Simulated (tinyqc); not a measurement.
Comparisons within one model: Franz-Keldysh effect at a direct gap. A value that a table varies takes the place of the one given here.

Parabolic bands, vertical transitions, no excitons. For each hole band j: mr = me mj/(me + mj); joint density of states J_j(E) = (mr/c)^(3/2) sqrt(E - Eg)/(2 pi^2), both spins, c = hbar^2/2m0; averaged matrix element |e.p|^2 = m0 Ep/6; alpha_j(E) = 4 pi^2 alpha_f c Ep J_j/(3 nr E) in 1/angstrom (alpha_f the fine-structure constant, listed as alpha among the constants), times 1e8 for 1/cm.

In a field Fd (1 kV/cm = 1e-5 V/angstrom) the electro-optic energy of band j is th = (c (e Fd)^2/mr)^(1/3), and sqrt(E - Eg) in J_j is replaced by pi sqrt(th) [Ai'(b)^2 - b Ai(b)^2] with b = (Eg - E)/th; Ai is the Airy function.

Constants: hbar^2/2m0 = 3.80998211 eV angstrom^2; fine-structure constant alpha = 0.007297352564.

Values chosen for the exercise (near those of InGaAs; the results hold for these values, not for the real material):
```
symbol  value   unit   meaning
Eg      0.758   eV     direct gap
me      0.0404  m0     electron mass
mhh     0.456   m0     heavy-hole mass
mlh     0.0504  m0     light-hole mass
Ep      23.5    eV     Kane energy
nr      3.54           refractive index
Fd      200     kV/cm  uniform field
det     25      meV    detuning below the gap
```

## Spectrum around the gap

Absorption (1/cm):
```
E - Eg (eV)  alpha(0)  alpha(F)  change
-0.1858             0     3.630       4
-0.1487             0     14.75      15
-0.1115             0     54.90      55
-0.0743             0     183.2     183
-0.0372             0     535.8     536
0.0000              0      1353    1353
0.0372           4217      2872   -1345
0.0743           5694      5002    -691
0.1115           6676      7038     361
0.1487           7394      8021     627
0.1858           7940      7972      32
0.2230           8369      8069    -300
0.2973           8983      9100     118
0.3716           9382      9435      53
```

At the gap alpha(F) = 1353 1/cm; 148.7 meV below it 14.8 1/cm remain, the tail falling as exp(-(4/3) b^(3/2)). Among the energies listed the largest rise is 1353 1/cm at E - Eg = 0.0 meV and the largest fall -1345 1/cm at 37.2 meV. It changes sign between 0.0 and 37.2 meV, between 74.3 and 111.5 meV, between 185.8 and 223.0 meV and between 223.0 and 297.3 meV; th is 74.3 meV for heavy holes and 87.9 meV for light holes.

## Tail absorption against field

At E = Eg - det; the field takes the values listed. The last column is the length for 10 dB of loss.

Results:
```
Fd (kV/cm)  th heavy (meV)  b heavy  alpha (1/cm)  length (micrometre)
10                   10.09    2.478          1.11             2.07e+04
20                   16.01    1.561          19.1             1.20e+03
40                   25.42    0.983           104                  222
60                   33.31    0.751           204                  113
100                  46.82    0.534           390                 59.1
150                  61.36    0.407           581                 39.6
250                  86.25    0.290           873                 26.4
400                 117.99    0.212      1.19e+03                 19.4
```

alpha grows by 2.3 decades from 10 to 60 kV/cm and by a factor 1.36 over the last step, where the field grows by 1.6: the exponent (4/3) b^(3/2) goes as 1/Fd, so the gain is steep only while b > 1 (deep in the tail the light-hole pair, with its smaller b, carries most of it), that is up to 20 kV/cm of those listed. Values below about 10 1/cm lie under the Urbach and exciton tails of a real crystal, left out here.

## What moves the tail

At E = Eg - det. Each row changes one parameter from the base and keeps the others.

Results:
```
case             th heavy (meV)  alpha (1/cm)
base                     74.329         738.9
Fd = 260 kV/cm           88.536         897.9
det = 35 meV             74.329         568.5
me = 0.0465 m0           71.214         833.4
mlh = 0.0655 m0          74.329         773.8
Ep = 25.9 eV             74.329         814.4
nr = 3.72                74.329         703.1
```

The largest shifts from the base row, up to three for each result and ties (the steps differ in size, so this ranks the rows, not the parameters). th heavy (meV): Fd +14.207, me -3.114; unchanged at the printed digits by det, mlh, Ep and nr. alpha (1/cm): det -170, Fd +159, me +94.5.

Program tinyqc; command `OMP_NUM_THREADS=1 python tinyqc.py 1652605 1652606 out.jsonl`; about 0.01 s on one thread of a shared Intel(R) Xeon(R) Processor @ 2.30GHz.
